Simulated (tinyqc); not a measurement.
Deformation-potential model of the X valleys of a conduction band: sweeps and comparisons. A value that a table varies takes the place of the one given here.

Valleys with axes along x, y and z, one whole valley each. Herring-Vogt shift of a valley with unit axis a: dE = Xd tr(e) + Xu a.e.a. Non-degenerate shares n_i = exp(-dE_i/kT)/sum_j exp(-dE_j/kT). Inverse mass tensor of a valley: (1 - a a)/mt + a a/ml; the masses are taken as independent of strain.

s11 = (C11 + C12)/((C11 - C12)(C11 + 2 C12)), s12 = -C12/((C11 - C12)(C11 + 2 C12)), s44 = 1/C44; exx = s11 sxx + s12 (syy + szz) and cyclic, exy = s44 sxy/2; tension is positive. A uniaxial stress X along the unit vector n is s_ij = X n_i n_j.

Constants: kB = 8.617333262e-05 eV/K.

Values chosen for the exercise (near those of AlAs; the results hold for these values, not for the real material):

| symbol | value | unit | meaning |
|---|---|---|---|
| ml | 1.07 | m0 | longitudinal mass |
| mt | 0.202 | m0 | transverse mass |
| Xd | 1.07 | eV | dilation potential |
| Xu | 5.46 | eV | uniaxial potential |
| C11 | 129.7 | GPa |  |
| C12 | 53.2 | GPa |  |
| C44 | 51.7 | GPa |  |
| load | uniaxial [100] |  | kind of stress |
| T | 300 | K | temperature |
| X1 | 1.2 | GPa | size of the stress |
| X | 0.91 | GPa | stress |

## Sweep of a uniaxial [100] stress

m_c = 1/(u.M.u) along [110] with M = sum_i n_i (inverse mass tensor); gain against zero stress at a fixed scattering time.

Results:

| X (GPa) | spread (meV) | lowest edge (meV) | n x | n y | n z | m_c (m0) | gain (%) |
|---|---|---|---|---|---|---|---|
| -1.00 | 71.4 | -59.8 | 0.888 | 0.056 | 0.056 | 0.3273 | -15.4 |
| -0.50 | 35.7 | -29.9 | 0.665 | 0.167 | 0.167 | 0.3050 | -9.2 |
| -0.20 | 14.3 | -12.0 | 0.465 | 0.268 | 0.268 | 0.2874 | -3.7 |
| 0.00 | 0.0 | 0.0 | 0.333 | 0.333 | 0.333 | 0.2769 | 0.0 |
| 0.20 | 14.3 | -2.3 | 0.224 | 0.388 | 0.388 | 0.2687 | 3.1 |
| 0.50 | 35.7 | -5.8 | 0.112 | 0.444 | 0.444 | 0.2608 | 6.2 |
| 1.00 | 71.4 | -11.6 | 0.031 | 0.485 | 0.485 | 0.2554 | 8.4 |

Along [110] the gain is -15.4 % at -1.00 GPa and +8.4 % at 1.00 GPa. The slope at zero stress (from +/- 0.001 GPa), +17.1 % per GPa, carried to the ends would give -17 and +17 %; the response falls behind at both ends, as it saturates once the spread passes a few kT (kT = 25.9 meV, spread up to 71 meV).

## Gain for each load and current direction

Each load has the size X1. Gain m_c(0)/m_c - 1 in per cent from repopulation alone, m_c = 1/(u.M.u), M = sum_i n_i (inverse mass tensor); biaxial means sxx = syy.

Gain (%); + is tension, - compression:

| load | [100] | [010] | [001] | [110] | [1-10] | [111] |
|---|---|---|---|---|---|---|
| uniaxial [110] (+) | 21.7 | 21.7 | -43.4 | 21.7 | 21.7 | 0.0 |
| uniaxial [110] (-) | -13.7 | -13.7 | 27.4 | -13.7 | -13.7 | 0.0 |
| uniaxial [100] (+) | 35.1 | -17.5 | -17.5 | 8.8 | 8.8 | 0.0 |
| uniaxial [100] (-) | -66.6 | 33.3 | 33.3 | -16.6 | -16.6 | 0.0 |
| uniaxial [111] (+) | 0.0 | 0.0 | 0.0 | 0.0 | 0.0 | 0.0 |
| uniaxial [111] (-) | 0.0 | 0.0 | 0.0 | 0.0 | 0.0 | 0.0 |
| biaxial (001) (+) | 33.3 | 33.3 | -66.6 | 33.3 | 33.3 | 0.0 |
| biaxial (001) (-) | -17.5 | -17.5 | 35.1 | -17.5 | -17.5 | 0.0 |

The largest gain is +35.1 %, for uniaxial [100] (+) with the current along [100] and biaxial (001) (-) with the current along [001]; for a [110] channel it is +33.3 %, under biaxial (001) (+). No gain or loss appears under uniaxial [111]: the valleys stay equivalent (in real silicon shear also changes the masses, which this model leaves out).

## Temperature and repopulation

The load is fixed; m_c along [110] as 1/(u.M.u).

Results:

| T (K) | kT (meV) | n x | n y | n z | m_c (m0) |
|---|---|---|---|---|---|
| 50 | 4.31 | 0.000 | 0.500 | 0.500 | 0.2534 |
| 77 | 6.64 | 0.000 | 0.500 | 0.500 | 0.2534 |
| 150 | 12.93 | 0.003 | 0.498 | 0.498 | 0.2536 |
| 225 | 19.39 | 0.017 | 0.491 | 0.491 | 0.2545 |
| 300 | 25.85 | 0.039 | 0.481 | 0.481 | 0.2559 |
| 400 | 34.47 | 0.071 | 0.465 | 0.465 | 0.2580 |
| 500 | 43.09 | 0.100 | 0.450 | 0.450 | 0.2600 |

The largest share falls from 0.500 at 50 K to 0.450 at 500 K (equal shares: 0.333); m_c goes from 0.2534 to 0.2600, against 0.2769 without stress. Only spread/kT enters, so the small-stress response goes as 1/T.

## What each parameter does

Spread of the valley edges, lowest edge, largest share and m_c along [110]. Each row changes one parameter from the base and keeps the others.

Results:

| case | spread (meV) | lowest edge (meV) | largest share | m_c (m0) |
|---|---|---|---|---|
| base | 64.95 | -10.51 | 0.4805 | 0.2559 |
| ml = 0.856 m0 | 64.95 | -10.51 | 0.4805 | 0.2520 |
| mt = 0.242 m0 | 64.95 | -10.51 | 0.4805 | 0.3029 |
| Xd = 1.284 eV | 64.95 | -9.69 | 0.4805 | 0.2559 |
| Xu = 4.368 eV | 51.96 | -7.58 | 0.4686 | 0.2575 |
| C11 = 155.64 GPa | 48.50 | -6.13 | 0.4644 | 0.2581 |
| C12 = 42.56 GPa | 57.02 | -6.76 | 0.4739 | 0.2568 |
| C44 = 62.04 GPa | 64.95 | -10.51 | 0.4805 | 0.2559 |
| X = 0.728 GPa | 51.96 | -8.41 | 0.4686 | 0.2575 |
| T = 240 K | 64.95 | -10.51 | 0.4894 | 0.2548 |

The largest shifts from the base row, up to three for each result and ties (the steps differ in size, so this ranks the rows, not the parameters). spread (meV): C11 -16.45, Xu -12.99, X -12.99; unchanged at the printed digits by ml, mt, Xd, C44 and T. lowest edge (meV): C11 +4.38, C12 +3.75, Xu +2.93; unchanged at the printed digits by ml, mt, C44 and T. largest share: C11 -0.0161, Xu -0.0119, X -0.0119; unchanged at the printed digits by ml, mt, Xd and C44. m_c (m0): mt +0.0470, ml -0.0039, C11 +0.0021; unchanged at the printed digits by Xd and C44. Xd moves all valleys together, so it shifts the edge and nothing else.

(tinyqc, `OMP_NUM_THREADS=1 python tinyqc.py 1080567 1080568 out.jsonl`, Intel(R) Xeon(R) Processor @ 2.30GHz, 1 thread, shared host, about 0.03 s.)
